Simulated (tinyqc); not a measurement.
# Capacitance measurement on a leaky thin oxide: effects of series resistance and leakage: two studies

The device is a capacitance C in parallel with a leakage conductance G, in series with Rs and Ls. An impedance meter reports either a parallel pair (Cp, Gp) from Y = 1/Z = Gp + i w Cp or a series pair (Cs, Rm) from Z = Rm + 1/(i w Cs); w = 2 pi f, dissipation D = Gp/(w |Cp|).

Values chosen for this exercise; values of the order met in thin-oxide MOS capacitors: relative permittivity of the gate insulator (close to silicon dioxide) eox = 3.9; insulator thickness tox = 1.9 nm; gate area A = 100 um^2; oxide-equivalent thickness added by the accumulation layer zc = 0.44 nm; oxide-equivalent thickness added by gate depletion zp = 0.34 nm; gate leakage current density, not matched to the thickness Jg = 0.00034 A/cm^2; voltage for an e-fold rise of the leakage Vs = 0.4 V; series resistance Rs = 440 ohm; series inductance Ls = 0 nH; measuring frequency f = 1e6 Hz.

Constants: eps0 = 8.8541878128e-14 F/cm where lengths are in cm. Results are converted to the units shown.

Each table varies one quantity; the others keep the values above.

## Readings against frequency

EOT = 3.9 tox/eox; CET = EOT + zc + zp; C = 3.9 eps0 A/CET; G = Jg A/Vs. Z = Rs + i w Ls + 1/(G + i w C); CET read from Cp = 3.9 eps0 A/Cp; errors under 0.001 % are printed as 0.

The same in every row: C (pF) = 1.2885.

Readings against frequency:
```
f (Hz),Cp (pF),Cs (pF),D,error of Cp (%),error of Cs (%),CET read from Cp (nm)
1000,1.2885,1.3027,0.10500,0,1.10,2.6800
3000,1.2885,1.2901,0.035008,0,0.122,2.6800
10000,1.2885,1.2886,0.010535,0,0.0110,2.6800
30000,1.2885,1.2885,0.0036066,0,1.22e-3,2.6800
1e5,1.2885,1.2885,0.0014061,0,0,2.6800
3e5,1.2885,1.2885,0.0014186,0,0,2.6800
1e6,1.2885,1.2885,0.0036671,-1.34e-3,0,2.6800
3e6,1.2883,1.2885,0.010721,-0.0115,0,2.6803
1e7,1.2868,1.2885,0.035632,-0.127,0,2.6834
3e7,1.2739,1.2885,0.10687,-1.13,0,2.7106
```

What does the table show?

D goes from 0.105 through a minimum of 0.00141 (at f = 1e5 Hz among the rows listed) to 0.107; without inductance its minimum lies at f = sqrt(G (1 + G Rs)/Rs)/(2 pi C) = 1.72e5 Hz. The error of Cp goes from 0 to -1.13 % and that of Cs from 1.10 to 0 %; at low frequency Cp tends to C/(1 + G Rs)^2 and Cs grows as 1 + (G/(w C))^2. One of the two readings is within 2 % of C for f = 1000, 3000, 10000, 30000, 1e5, 3e5, 1e6, 3e6, 1e7, 3e7 Hz.

## Effect of the gate area

Same model as above.

Rs is held fixed.

Effect of the gate area:
```
A (um^2),C (pF),Cp (pF),Cs (pF),D,error of Cp (%),error of Cs (%),CET read from Cp (nm)
20,0.25770,0.25770,0.25770,8.1742e-4,0,0,2.6800
70,0.90194,0.90193,0.90194,0.0025985,0,0,2.6800
200,2.5770,2.5768,2.5770,0.0072293,-5.22e-3,0,2.6801
600,7.7309,7.7273,7.7309,0.021478,-0.0461,0,2.6812
2000,25.770,25.639,25.770,0.071348,-0.506,0,2.6936
5000,64.424,62.441,64.424,0.17821,-3.08,0,2.7651
10000,128.85,114.33,128.85,0.35632,-11.3,0,3.0203
40000,515.39,170.07,515.39,1.4250,-67.0,0,8.1218
```

What does the table show?

As A goes from 20 to 40000, the error of Cp goes from 0 to -67.0 %, that of Cs from 0 to 0 %, and D rises from 8.17e-4 to 1.42. The CET read from Cp goes from 2.68 to 8.12 nm against the true 2.68 nm. G/(w C) does not depend on the area, while G Rs and w C Rs grow with it. For A = 40000 D exceeds 1, where the accuracy of real meters degrades in proportion to sqrt(1 + D^2).

Program tinyqc, `OMP_NUM_THREADS=1 python tinyqc.py 2022071 2022072 out.jsonl`; Intel Xeon 2.30GHz, shared host, one thread, about 0.01 s.
